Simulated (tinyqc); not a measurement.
Interface roughness in a thin film (subband fluctuation and scattering): one step. Sensitivity of the level to thickness. Four cases, with inputs chosen for the exercise.

Problem. Give E1, G, the hard-wall values and the rms fluctuation G D.

Square well of width t, barriers V0, c = hbar^2/2m0: E1 solves k t + 2 atan[(k/mz)/(kappa/mb)] = pi, k = sqrt(mz E/c), kappa = sqrt(mb (V0 - E)/c). One interface is rough, so the subband edge fluctuates by G dt with G = |dE1/dt| (central difference of 0.01 angstrom; 2 E1/t for hard walls).

Constants: hbar^2/2m0 = 3.80998211 eV angstrom^2.

Give: E1; G = |dE1/dt|; hard walls: E1 (meV) and G (meV/angstrom); G D.

Case 1.

Values chosen (near those of a thin Ge channel on (111), one valley; shifted at random, so the results belong to these values and not to a real crystal): t = 22 angstrom (film thickness); mz = 1.58 m0 (confinement mass); V0 = 2.29 eV (barrier); mb = 0.32 m0 (barrier mass); D = 2.4 angstrom (rms height of the roughness).

Solution.

E1 = 45.26 meV
G = |dE1/dt| = 3.9444 meV/angstrom

hard walls: E1 (meV) and G (meV/angstrom): [49.172, 4.470]

G D = 9.47 meV

Hard walls overstate G by a factor 1.13, and the scattering rate, which goes as G^2, by 1.28.

Case 2.

Values chosen (near those of a thin Ge channel on (111), one valley; shifted at random, so the results belong to these values and not to a real crystal): t = 16 angstrom (film thickness); mz = 1.587 m0 (confinement mass); V0 = 2.14 eV (barrier); mb = 0.32 m0 (barrier mass); D = 3.2 angstrom (rms height of the roughness).

Solution.

E1 = 82.30 meV
G = |dE1/dt| = 9.6822 meV/angstrom

hard walls: E1 (meV) and G (meV/angstrom): [92.556, 11.570]

G D = 30.98 meV

Hard walls overstate G by a factor 1.19, and the scattering rate, which goes as G^2, by 1.43.

Case 3.

Values chosen (near those of a thin Si channel on (100), two-fold valleys; shifted at random, so the results belong to these values and not to a real crystal): t = 28 angstrom (film thickness); mz = 0.897 m0 (confinement mass); V0 = 3.14 eV (barrier); mb = 0.47 m0 (barrier mass); D = 1.6 angstrom (rms height of the roughness).

Solution.

E1 = 47.55 meV
G = |dE1/dt| = 3.2010 meV/angstrom

hard walls: E1 (meV) and G (meV/angstrom): [53.470, 3.819]

G D = 5.12 meV

Hard walls overstate G by a factor 1.19, and the scattering rate, which goes as G^2, by 1.42.

Case 4.

Values chosen (near those of a thin Si channel on (100), two-fold valleys; shifted at random, so the results belong to these values and not to a real crystal): t = 24 angstrom (film thickness); mz = 0.9 m0 (confinement mass); V0 = 2.93 eV (barrier); mb = 0.47 m0 (barrier mass); D = 1.4 angstrom (rms height of the roughness).

Solution.

E1 = 63.01 meV
G = |dE1/dt| = 4.8897 meV/angstrom

hard walls: E1 (meV) and G (meV/angstrom): [72.537, 6.045]

G D = 6.85 meV

Hard walls overstate G by a factor 1.24, and the scattering rate, which goes as G^2, by 1.53.

Computed by tinyqc, one run a case: `OMP_NUM_THREADS=1 python tinyqc.py N N+1 out.jsonl` with N = 1250621, 1250903, 1251481, 1251482; one thread of a shared Intel(R) Xeon(R) Processor @ 2.30GHz, about 0.01 s a run at most.
